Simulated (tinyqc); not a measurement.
UHF in the sto-3g basis, for BeH, spin multiplicity 2, step by step (part 1 of 2). Computed by tinyqc, a small Python program that keeps every step (integrals from PySCF). Settings: charge = 0, multiplicity = 2, basis = sto-3g, energy threshold = 1e-08, iteration cap = 73, orthogonalisation = canonical, start = highest core orbitals, DIIS depth = 0, method = UHF. Command: `OMP_NUM_THREADS=1 python tinyqc.py 25988 25989 out.jsonl` (the two numbers bound the seeds that draw the settings). One thread of a shared host (Intel(R) Xeon(R) Processor @ 2.60GHz), about 0.1 s of CPU time with the checks. Later iterations appear only in the table of the cycle.

## One-electron integrals

Geometry (angstrom):
```
atom         x         y         z
Be    0.000000  0.000000  0.000000
H     0.000000  0.000000  2.487000
```

Basis sto-3g: exponents (1/bohr^2) and contraction coefficients of normalised primitives:
```
element  l (shell)   exponent  coefficient
Be           s (1)  30.167871     0.154329
Be           s (1)   5.495115     0.535328
Be           s (1)   1.487193     0.444635
Be           s (2)   1.314833    -0.099967
Be           s (2)   0.305539     0.399513
Be           s (2)   0.099371     0.700115
Be           p (3)   1.314833     0.155916
Be           p (3)   0.305539     0.607684
Be           p (3)   0.099371     0.391957
H            s (1)   3.425251     0.154329
H            s (1)   0.623914     0.535328
H            s (1)   0.168855     0.444635
```

Overlap, kinetic and nuclear-attraction integrals over the contracted functions; the nuclear repulsion is the sum of Za Zb / Rab.

nuclear repulsion = 0.85110931 hartree

overlap S:
```
           1Be 1s    1Be 2s   1Be 2px   1Be 2py   1Be 2pz     2H 1s
1Be 1s   1.000000  0.259517  0.000000  0.000000  0.000000  0.004644
1Be 2s   0.259517  1.000000  0.000000  0.000000  0.000000  0.125280
1Be 2px  0.000000  0.000000  1.000000  0.000000  0.000000  0.000000
1Be 2py  0.000000  0.000000  0.000000  1.000000  0.000000  0.000000
1Be 2pz  0.000000  0.000000  0.000000  0.000000  1.000000  0.183060
2H 1s    0.004644  0.125280  0.000000  0.000000  0.183060  1.000000
```

kinetic energy T (hartree):
```
            1Be 1s     1Be 2s   1Be 2px   1Be 2py   1Be 2pz      2H 1s
1Be 1s    6.693975  -0.033012  0.000000  0.000000  0.000000  -0.002882
1Be 2s   -0.033012   0.211111  0.000000  0.000000  0.000000  -0.006600
1Be 2px   0.000000   0.000000  0.660592  0.000000  0.000000   0.000000
1Be 2py   0.000000   0.000000  0.000000  0.660592  0.000000   0.000000
1Be 2pz   0.000000   0.000000  0.000000  0.000000  0.660592   0.006267
2H 1s    -0.002882  -0.006600  0.000000  0.000000  0.006267   0.760032
```

nuclear attraction V (hartree):
```
             1Be 1s     1Be 2s    1Be 2px    1Be 2py    1Be 2pz      2H 1s
1Be 1s   -14.773869  -1.954465   0.000000   0.000000  -0.005225  -0.033444
1Be 2s    -1.954465  -2.525725   0.000000   0.000000  -0.056145  -0.235609
1Be 2px    0.000000   0.000000  -2.496592   0.000000   0.000000   0.000000
1Be 2py    0.000000   0.000000   0.000000  -2.496592   0.000000   0.000000
1Be 2pz   -0.005225  -0.056145   0.000000   0.000000  -2.528102  -0.336576
2H 1s     -0.033444  -0.235609   0.000000   0.000000  -0.336576  -2.077704
```

core Hamiltonian H = T + V (hartree):
```
            1Be 1s     1Be 2s    1Be 2px    1Be 2py    1Be 2pz      2H 1s
1Be 1s   -8.079895  -1.987477   0.000000   0.000000  -0.005225  -0.036326
1Be 2s   -1.987477  -2.314614   0.000000   0.000000  -0.056145  -0.242209
1Be 2px   0.000000   0.000000  -1.836000   0.000000   0.000000   0.000000
1Be 2py   0.000000   0.000000   0.000000  -1.836000   0.000000   0.000000
1Be 2pz  -0.005225  -0.056145   0.000000   0.000000  -1.867510  -0.330309
2H 1s    -0.036326  -0.242209   0.000000   0.000000  -0.330309  -1.317672
```

## Two-electron integrals

Functions are numbered as in S; the eight-fold symmetry (ij|kl) = (ji|kl) = (kl|ij) leaves the list below.

Two-electron integrals (ij|kl) in chemists' order, unique and non-zero (hartree):
```
(11|11) 2.298831   (21|11) 0.392036   (21|21) 0.079539   (22|11) 0.570988
(22|21) 0.143041   (22|22) 0.417683   (31|31) 0.014607   (32|31) 0.021888
(32|32) 0.092265   (33|11) 0.569578   (33|21) 0.143083   (33|22) 0.417589
(33|33) 0.449859   (41|41) 0.014607   (42|41) 0.021888   (42|42) 0.092265
(43|43) 0.024249   (44|11) 0.569578   (44|21) 0.143083   (44|22) 0.417589
(44|33) 0.401360   (44|44) 0.449859   (51|51) 0.014607   (52|51) 0.021888
(52|52) 0.092265   (53|53) 0.024249   (54|54) 0.024249   (55|11) 0.569578
(55|21) 0.143083   (55|22) 0.417589   (55|33) 0.401360   (55|44) 0.401360
(55|55) 0.449859   (61|11) 0.006707   (61|21) 0.001374   (61|22) 0.002536
(61|33) 0.002514   (61|44) 0.002514   (61|51) 0.000155   (61|52) 0.000296
(61|55) 0.002581   (61|61) 0.000026   (62|11) 0.040450   (62|21) 0.010410
(62|22) 0.036609   (62|33) 0.035039   (62|44) 0.035039   (62|51) 0.001269
(62|52) 0.009919   (62|55) 0.039702   (62|61) 0.000207   (62|62) 0.007205
(63|31) 0.000560   (63|32) 0.003301   (63|53) 0.001380   (63|63) 0.000383
(64|41) 0.000560   (64|42) 0.003301   (64|54) 0.001380   (64|64) 0.000383
(65|11) 0.054865   (65|21) 0.014188   (65|22) 0.051150   (65|33) 0.048515
(65|44) 0.048515   (65|51) 0.001936   (65|52) 0.015131   (65|55) 0.056353
(65|61) 0.000286   (65|62) 0.010905   (65|65) 0.016614   (66|11) 0.212770
(66|21) 0.055215   (66|22) 0.211732   (66|33) 0.201759   (66|44) 0.201759
(66|51) 0.005220   (66|52) 0.054954   (66|55) 0.231382   (66|61) 0.001076
(66|62) 0.061235   (66|65) 0.096163   (66|66) 0.774606
```

## Orthogonalisation

S = U s U^T; canonical form X = U s^(-1/2), so that X^T S X = 1. Each column of U has its largest component positive (the first on a tie).

eigenvalues of S: 0.698857  0.841150  1.000000  1.000000  1.154377  1.305616

X:
```
                 1          2          3         4          5         6
1Be 1s   -0.674161   0.467646   0.000000  0.000000  -0.396547  0.492664
1Be 2s    0.791342  -0.275154   0.000000  0.000000  -0.245185  0.573407
1Be 2px   0.000000   0.000000  -0.582440  0.812874   0.000000  0.000000
1Be 2py   0.000000   0.000000   0.812874  0.582440   0.000000  0.000000
1Be 2pz   0.307390   0.714311   0.000000  0.000000   0.615803  0.226569
2H 1s    -0.505671  -0.619844   0.000000  0.000000   0.519316  0.378253
```

Within a degenerate level the vectors are fixed only up to a rotation; this is one choice.

## Starting guess

The start is the highest orbitals of the core Hamiltonian (a deliberately bad start); D(s) = C_occ C_occ^T for each spin.

D(alpha) at the start:
```
            1Be 1s     1Be 2s   1Be 2px   1Be 2py    1Be 2pz      2H 1s
1Be 1s    0.000461  -0.002287  0.000000  0.000000  -0.003363   0.022006
1Be 2s   -0.002287   0.011347  0.000000  0.000000   0.016688  -0.109195
1Be 2px   0.000000   0.000000  1.000000  0.000000   0.000000   0.000000
1Be 2py   0.000000   0.000000  0.000000  1.000000   0.000000   0.000000
1Be 2pz  -0.003363   0.016688  0.000000  0.000000   0.024544  -0.160593
2H 1s     0.022006  -0.109195  0.000000  0.000000  -0.160593   1.050787
```

D(beta) at the start:
```
            1Be 1s     1Be 2s    1Be 2px    1Be 2py    1Be 2pz      2H 1s
1Be 1s    0.000461  -0.002287   0.000000   0.000000  -0.003363   0.022006
1Be 2s   -0.002287   0.011347   0.000000   0.000000   0.016688  -0.109195
1Be 2px   0.000000   0.000000   0.702658  -0.457088   0.000000   0.000000
1Be 2py   0.000000   0.000000  -0.457088   0.297342   0.000000   0.000000
1Be 2pz  -0.003363   0.016688   0.000000   0.000000   0.024544  -0.160593
2H 1s     0.022006  -0.109195   0.000000   0.000000  -0.160593   1.050787
```

## Iteration 1: building the Fock matrix

J_ij = sum D_kl (ij|kl) with D = D(alpha) + D(beta), K_ij = sum D_kl (ik|jl) for each spin; F = H + J - K(s); E = tr D H + tr D J / 2 - 0.5 sum_s tr D(s) K(s) + E_nn.

Coulomb J (hartree):
```
           1Be 1s    1Be 2s    1Be 2px    1Be 2py   1Be 2pz     2H 1s
1Be 1s   2.143017  0.541651   0.000000   0.000000  0.010452  0.009729
1Be 2s   0.541651  1.678311   0.000000   0.000000  0.107328  0.227040
1Be 2px  0.000000  0.000000   1.692815  -0.022168  0.000000  0.000000
1Be 2py  0.000000  0.000000  -0.022168   1.673158  0.000000  0.000000
1Be 2pz  0.010452  0.107328   0.000000   0.000000  1.667809  0.337060
2H 1s    0.009729  0.227040   0.000000   0.000000  0.337060  2.164196
```

exchange K(alpha) (hartree):
```
            1Be 1s    1Be 2s   1Be 2px   1Be 2py    1Be 2pz     2H 1s
1Be 1s    0.029713  0.044102  0.000000  0.000000  -0.000007  0.000143
1Be 2s    0.044102  0.187765  0.000000  0.000000   0.004279  0.039411
1Be 2px   0.000000  0.000000  0.474920  0.000000   0.000000  0.000000
1Be 2py   0.000000  0.000000  0.000000  0.474920   0.000000  0.000000
1Be 2pz  -0.000007  0.004279  0.000000  0.000000   0.056632  0.059302
2H 1s     0.000143  0.039411  0.000000  0.000000   0.059302  0.771350
```

exchange K(beta) (hartree):
```
            1Be 1s    1Be 2s    1Be 2px    1Be 2py    1Be 2pz      2H 1s
1Be 1s    0.015106  0.022214   0.000000   0.000000  -0.000007  -0.000417
1Be 2s    0.022214  0.095500   0.000000   0.000000   0.004279   0.036110
1Be 2px   0.000000  0.000000   0.324119  -0.194541   0.000000   0.000000
1Be 2py   0.000000  0.000000  -0.194541   0.151612   0.000000   0.000000
1Be 2pz  -0.000007  0.004279   0.000000   0.000000   0.032383   0.057922
2H 1s    -0.000417  0.036110   0.000000   0.000000   0.057922   0.770967
```

F(alpha) (hartree):
```
            1Be 1s     1Be 2s    1Be 2px    1Be 2py    1Be 2pz      2H 1s
1Be 1s   -5.966591  -1.489928   0.000000   0.000000   0.005234  -0.026740
1Be 2s   -1.489928  -0.824068   0.000000   0.000000   0.046904  -0.054580
1Be 2px   0.000000   0.000000  -0.618105  -0.022168   0.000000   0.000000
1Be 2py   0.000000   0.000000  -0.022168  -0.637762   0.000000   0.000000
1Be 2pz   0.005234   0.046904   0.000000   0.000000  -0.256333  -0.052551
2H 1s    -0.026740  -0.054580   0.000000   0.000000  -0.052551   0.075173
```

F(beta) (hartree):
```
            1Be 1s     1Be 2s    1Be 2px    1Be 2py    1Be 2pz      2H 1s
1Be 1s   -5.951984  -1.468040   0.000000   0.000000   0.005234  -0.026181
1Be 2s   -1.468040  -0.731803   0.000000   0.000000   0.046904  -0.051280
1Be 2px   0.000000   0.000000  -0.467304   0.172373   0.000000   0.000000
1Be 2py   0.000000   0.000000   0.172373  -0.314455   0.000000   0.000000
1Be 2pz   0.005234   0.046904   0.000000   0.000000  -0.232084  -0.051171
2H 1s    -0.026181  -0.051280   0.000000   0.000000  -0.051171   0.075556
```

total energy of this density = -4.01934870 hartree

## Iteration 1: diagonalisation and new density

Diagonalise F' = X^T F X, C = X C', fill 3 alpha and 2 beta electrons from the bottom; D(s) = C_occ C_occ^T. Each column has its largest component positive (the first on a tie).

F' = X^T F X (alpha) (hartree):
```
           1          2          3          4          5          6
1  -1.580655   1.264138   0.000000   0.000000  -1.282901   1.600187
2   1.264138  -1.057240   0.000000   0.000000   0.893051  -1.460923
3   0.000000   0.000000  -0.610103  -0.016434   0.000000   0.000000
4   0.000000   0.000000  -0.016434  -0.645765   0.000000   0.000000
5  -1.282901   0.893051   0.000000   0.000000  -1.379857   1.761904
6   1.600187  -1.460923   0.000000   0.000000   1.761904  -2.592642
```

orbital energies (alpha) (hartree): MO1 -5.967275, MO2 -0.652183, MO3 -0.603684, MO4 -0.494052, MO5 -0.247298, MO6 0.098232

coefficients C (alpha):
```
               MO1       MO2        MO3        MO4        MO5        MO6
1Be 1s    1.002946  0.000000   0.000000  -0.253163  -0.048652   0.028164
1Be 2s   -0.011616  0.000000   0.000000   1.016883   0.198154  -0.131882
1Be 2px   0.000000  0.545290   0.838247   0.000000   0.000000   0.000000
1Be 2py   0.000000  0.838247  -0.545290   0.000000   0.000000   0.000000
1Be 2pz  -0.001070  0.000000   0.000000  -0.193302   0.974198  -0.221017
2H 1s     0.001355  0.000000   0.000000  -0.011072   0.032636   1.025419
```

F' = X^T F X (beta) (hartree):
```
           1          2          3          4          5          6
1  -1.539892   1.255228   0.000000   0.000000  -1.294186   1.638640
2   1.255228  -1.040594   0.000000   0.000000   0.907278  -1.466787
3   0.000000   0.000000  -0.529527   0.127789   0.000000   0.000000
4   0.000000   0.000000   0.127789  -0.252232   0.000000   0.000000
5  -1.294186   0.907278   0.000000   0.000000  -1.358647   1.743136
6   1.638640  -1.466787   0.000000   0.000000   1.743136  -2.543218
```

orbital energies (beta) (hartree): MO1 -5.953136, MO2 -0.579435, MO3 -0.408951, MO4 -0.220243, MO5 -0.202324, MO6 0.099981

coefficients C (beta):
```
               MO1        MO2        MO3        MO4       MO5        MO6
1Be 1s    1.003781   0.000000  -0.246012  -0.063355  0.000000   0.032271
1Be 2s   -0.014997   0.000000   1.000279   0.260024  0.000000  -0.149824
1Be 2px   0.000000   0.838247   0.000000   0.000000  0.545290   0.000000
1Be 2py   0.000000  -0.545290   0.000000   0.000000  0.838247   0.000000
1Be 2pz  -0.001099   0.000000  -0.258040   0.955741  0.000000  -0.235050
2H 1s     0.001673   0.000000   0.000384   0.050502  0.000000   1.024754
```

D(alpha) after iteration 1:
```
            1Be 1s     1Be 2s   1Be 2px   1Be 2py    1Be 2pz      2H 1s
1Be 1s    1.005901  -0.011650  0.000000  0.000000  -0.001074   0.001359
1Be 2s   -0.011650   0.000135  0.000000  0.000000   0.000012  -0.000016
1Be 2px   0.000000   0.000000  1.000000  0.000000   0.000000   0.000000
1Be 2py   0.000000   0.000000  0.000000  1.000000   0.000000   0.000000
1Be 2pz  -0.001074   0.000012  0.000000  0.000000   0.000001  -0.000001
2H 1s     0.001359  -0.000016  0.000000  0.000000  -0.000001   0.000002
```

D(beta) after iteration 1:
```
            1Be 1s     1Be 2s    1Be 2px    1Be 2py    1Be 2pz      2H 1s
1Be 1s    1.007576  -0.015053   0.000000   0.000000  -0.001103   0.001679
1Be 2s   -0.015053   0.000225   0.000000   0.000000   0.000016  -0.000025
1Be 2px   0.000000   0.000000   0.702658  -0.457088   0.000000   0.000000
1Be 2py   0.000000   0.000000  -0.457088   0.297342   0.000000   0.000000
1Be 2pz  -0.001103   0.000016   0.000000   0.000000   0.000001  -0.000002
2H 1s     0.001679  -0.000025   0.000000   0.000000  -0.000002   0.000003
```

## Iteration 2: building the Fock matrix

As before.

Coulomb J (hartree):
```
            1Be 1s     1Be 2s    1Be 2px    1Be 2py    1Be 2pz     2H 1s
1Be 1s    6.316684   1.214416   0.000000   0.000000  -0.000061  0.020975
1Be 2s    1.214416   2.394964   0.000000   0.000000  -0.000089  0.186015
1Be 2px   0.000000   0.000000   2.426013  -0.022168   0.000000  0.000000
1Be 2py   0.000000   0.000000  -0.022168   2.406355   0.000000  0.000000
1Be 2pz  -0.000061  -0.000089   0.000000   0.000000   2.343436  0.255269
2H 1s     0.020975   0.186015   0.000000   0.000000   0.255269  1.030796
```

exchange K(alpha) (hartree):
```
            1Be 1s     1Be 2s   1Be 2px   1Be 2py    1Be 2pz     2H 1s
1Be 1s    2.332503   0.430623  0.000000  0.000000  -0.000551  0.007610
1Be 2s    0.430623   0.261289  0.000000  0.000000  -0.000151  0.007895
1Be 2px   0.000000   0.000000  0.488305  0.000000   0.000000  0.000000
1Be 2py   0.000000   0.000000  0.000000  0.488305   0.000000  0.000000
1Be 2pz  -0.000551  -0.000151  0.000000  0.000000   0.062699  0.002902
2H 1s     0.007610   0.007895  0.000000  0.000000   0.002902  0.000789
```

exchange K(beta) (hartree):
```
            1Be 1s     1Be 2s    1Be 2px    1Be 2py    1Be 2pz     2H 1s
1Be 1s    2.319090   0.407204   0.000000   0.000000  -0.000550  0.006986
1Be 2s    0.407204   0.168227   0.000000   0.000000  -0.000149  0.004571
1Be 2px   0.000000   0.000000   0.337388  -0.194541   0.000000  0.000000
1Be 2py   0.000000   0.000000  -0.194541   0.164882   0.000000  0.000000
1Be 2pz  -0.000550  -0.000149   0.000000   0.000000   0.038335  0.001519
2H 1s     0.006986   0.004571   0.000000   0.000000   0.001519  0.000406
```

F(alpha) (hartree):
```
            1Be 1s     1Be 2s    1Be 2px    1Be 2py    1Be 2pz      2H 1s
1Be 1s   -4.095714  -1.203684   0.000000   0.000000  -0.004736  -0.022961
1Be 2s   -1.203684  -0.180939   0.000000   0.000000  -0.056083  -0.064089
1Be 2px   0.000000   0.000000   0.101707  -0.022168   0.000000   0.000000
1Be 2py   0.000000   0.000000  -0.022168   0.082050   0.000000   0.000000
1Be 2pz  -0.004736  -0.056083   0.000000   0.000000   0.413227  -0.077942
2H 1s    -0.022961  -0.064089   0.000000   0.000000  -0.077942  -0.287665
```

F(beta) (hartree):
```
            1Be 1s     1Be 2s   1Be 2px   1Be 2py    1Be 2pz      2H 1s
1Be 1s   -4.082301  -1.180265  0.000000  0.000000  -0.004737  -0.022337
1Be 2s   -1.180265  -0.087877  0.000000  0.000000  -0.056085  -0.060765
1Be 2px   0.000000   0.000000  0.252624  0.172373   0.000000   0.000000
1Be 2py   0.000000   0.000000  0.172373  0.405473   0.000000   0.000000
1Be 2pz  -0.004737  -0.056085  0.000000  0.000000   0.437591  -0.076559
2H 1s    -0.022337  -0.060765  0.000000  0.000000  -0.076559  -0.287282
```

total energy of this density = -13.90738732 hartree

## Iteration 2: diagonalisation and new density

As before.

F' = X^T F X (alpha) (hartree):
```
           1          2          3          4          5          6
1  -0.690435   0.698489   0.000000   0.000000  -0.766885   1.348965
2   0.698489  -0.419962   0.000000   0.000000   1.036701  -0.939709
3   0.000000   0.000000   0.109709  -0.016434   0.000000   0.000000
4   0.000000   0.000000  -0.016434   0.074048   0.000000   0.000000
5  -0.766885   1.036701   0.000000   0.000000  -0.814692   1.185240
6   1.348965  -0.939709   0.000000   0.000000   1.185240  -1.818960
```

orbital energies (alpha) (hartree): MO1 -4.100734, MO2 -0.289663, MO3 0.067629, MO4 0.116128, MO5 0.194314, MO6 0.452033

coefficients C (alpha):
```
               MO1        MO2       MO3        MO4        MO5        MO6
1Be 1s    0.990175  -0.021147  0.000000   0.000000  -0.301363   0.037924
1Be 2s    0.035667   0.052301  0.000000   0.000000   1.034327  -0.130399
1Be 2px   0.000000   0.000000  0.545290   0.838247   0.000000   0.000000
1Be 2py   0.000000   0.000000  0.838247  -0.545290   0.000000   0.000000
1Be 2pz   0.002010   0.038927  0.000000   0.000000   0.149535   1.005682
2H 1s    -0.003544   0.984448  0.000000   0.000000  -0.210073  -0.198476
```

F' = X^T F X (beta) (hartree):
```
           1          2         3         4          5          6
1  -0.651314   0.690660  0.000000  0.000000  -0.778848   1.388157
2   0.690660  -0.403884  0.000000  0.000000   1.051276  -0.945772
3   0.000000   0.000000  0.190401  0.127789   0.000000   0.000000
4   0.000000   0.000000  0.127789  0.467696   0.000000   0.000000
5  -0.778848   1.051276  0.000000  0.000000  -0.793310   1.166089
6   1.388157  -0.945772  0.000000  0.000000   1.166089  -1.768658
```

orbital energies (beta) (hartree): MO1 -4.085939, MO2 -0.288729, MO3 0.140493, MO4 0.279497, MO5 0.478005, MO6 0.517604

coefficients C (beta):
```
               MO1        MO2        MO3        MO4        MO5       MO6
1Be 1s    0.991783  -0.016746   0.000000  -0.294633   0.049286  0.000000
1Be 2s    0.030109   0.038564   0.000000   1.028946  -0.172396  0.000000
1Be 2px   0.000000   0.000000   0.838247   0.000000   0.000000  0.545290
1Be 2py   0.000000   0.000000  -0.545290   0.000000   0.000000  0.838247
1Be 2pz   0.001861   0.035098   0.000000   0.190890   0.998800  0.000000
2H 1s    -0.003027   0.987551   0.000000  -0.204613  -0.188526  0.000000
```

D(alpha) after iteration 2:
```
            1Be 1s    1Be 2s   1Be 2px   1Be 2py   1Be 2pz      2H 1s
1Be 1s    0.980895  0.034211  0.000000  0.000000  0.001167  -0.024327
1Be 2s    0.034211  0.004008  0.000000  0.000000  0.002108   0.051361
1Be 2px   0.000000  0.000000  0.297342  0.457088  0.000000   0.000000
1Be 2py   0.000000  0.000000  0.457088  0.702658  0.000000   0.000000
1Be 2pz   0.001167  0.002108  0.000000  0.000000  0.001519   0.038315
2H 1s    -0.024327  0.051361  0.000000  0.000000  0.038315   0.969151
```

D(beta) after iteration 2:
```
            1Be 1s    1Be 2s   1Be 2px   1Be 2py   1Be 2pz      2H 1s
1Be 1s    0.983915  0.029216  0.000000  0.000000  0.001258  -0.019540
1Be 2s    0.029216  0.002394  0.000000  0.000000  0.001410   0.037993
1Be 2px   0.000000  0.000000  0.000000  0.000000  0.000000   0.000000
1Be 2py   0.000000  0.000000  0.000000  0.000000  0.000000   0.000000
1Be 2pz   0.001258  0.001410  0.000000  0.000000  0.001235   0.034655
2H 1s    -0.019540  0.037993  0.000000  0.000000  0.034655   0.975266
```
